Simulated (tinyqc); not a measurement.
## Input admittance of a MOSFET at zero drain bias: distributed channel and distributed gate: input impedance against frequency

Source and drain grounded, strong inversion, w = 2 pi f, Cox = eps0 eox/tox. The channel is an RC line of resistance 1/(mu Cox Vo) per square fed from both ends, so one finger has the intrinsic admittance y = i w Cox L tanh(g)/g per width, g = (1/2) sqrt(i w tau), tau = L^2/(mu Vo). The vertical resistance rv/L is in series with y, the overlaps 2 i w Cov in parallel: y_t = 1/(1/y + rv/L) + 2 i w Cov. The gate strip is a line of Rsh/L per length loaded by y_t, so a finger has Y = y_t Wf tanh(k)/k, k = (Wf/sd) sqrt(y_t Rsh/L); the device has Nf Y.

Low-frequency limits, with c = Cox L and ct = c + 2 Cov: R_strip = Rsh Wf/(3 sd^2 L Nf), R_ch = (c/ct)^2 L/(12 mu Cox Vo Wf Nf), R_vert = (c/ct)^2 rv/(L Wf Nf), C = ct Wf Nf. Z = 1/(Nf Y) = R + 1/(i w C), Q = |Im Z|/R, far-point signal |1/cosh k|.

Values chosen for this exercise; values of the order met in silicon radio-frequency transistors:
- eox = 25.3 (relative permittivity of the gate insulator (close to zirconium oxide))
- tox = 7.5 nm (insulator thickness)
- L = 0.13 um (channel length)
- Wf = 18 um (finger width)
- Nf = 32 (number of fingers)
- mu = 250 cm^2/(V s) (channel mobility)
- Vo = 0.49 V (gate overdrive)
- Rsh = 31 ohm/square (sheet resistance of the gate)
- rv = 2.2 ohm um^2 (vertical resistivity of the gate stack)
- sd = 2 (number of ends at which a finger is contacted)
- Cov = 0.21 fF/um (overlap and fringe capacitance on each side)

Constants: eps0 = 8.8541878128e-14 F/cm where lengths are in cm. Results are converted to the units shown.

The same in every row: low-frequency R (ohm) = 11.24.

Input impedance against frequency:
```
f (GHz)	w tau	|k|	R (ohm)	C (fF)	Q	signal at the far point
0.01	8.668e-5	0.07226	11.24	2478	571.1	1.000
0.04	3.467e-4	0.1445	11.24	2478	142.8	1.000
0.1	8.668e-4	0.2285	11.24	2478	57.12	0.9998
0.3	0.002600	0.3958	11.24	2477	19.05	0.9979
0.7	0.006068	0.6046	11.23	2471	8.190	0.9889
2	0.01734	1.022	11.17	2420	2.945	0.9188
5	0.04334	1.616	10.78	2170	1.360	0.6787
10	0.08668	2.285	9.706	1676	0.9786	0.4101
40	0.3467	4.568	5.310	780.4	0.9601	0.07401
```

R falls from 11.2 to 5.31 ohm and C falls from 2480 to 780 fF. Q goes as f^(-1.00) between the first two rows and f^(-0.01) between the last two, where w tau = 0.347 and |k| = 4.57. The low-frequency limits hold both R and C within 5 % up to f = 2 GHz among the rows.

tinyqc, about 0.01 s, one thread, Intel Xeon 2.30GHz (shared host): `OMP_NUM_THREADS=1 python tinyqc.py 2262062 2262063 out.jsonl`
